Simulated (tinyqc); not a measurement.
Threshold-voltage variability of a planar MOSFET, analytic estimates: one step of the calculation.

Three independent sources add in quadrature: random dopants in the depleted layer, metal-gate grains of two orientations, and roughness of the two gate edges acting through the roll-off VT = VT(long) - Vr exp(-L/l). These are first-order estimates: no three-dimensional electrostatics, no percolation.

Question. Margin in standard deviations for the wanted yield. Cells fail independently with probability Q(k) = erfc(k/sqrt(2))/2 when the margin is k standard deviations, and Y = exp(-Nb Q(k)). phi = exp(-k^2/2)/sqrt(2 pi). Newton steps on ln Q(k) = ln(-ln(Y)/Nb): k(new) = k + [ln Q - ln(-ln(Y)/Nb)] Q/phi.

Inputs (values chosen for the exercise): number of cells Nb = 1048576; wanted yield Y = 0.976.

k at the start = 4

Find: Q(k); phi; k after iteration 1.

Answer.

Q(k) = 3.1671e-5
phi = 1.3383e-4
k after iteration 1 = 5.7087

Computed by the program tinyqc: `OMP_NUM_THREADS=1 python tinyqc.py 2090084 2090085 out.jsonl`, one thread of a shared Intel Xeon 2.30GHz, about 0.01 s for the whole run.
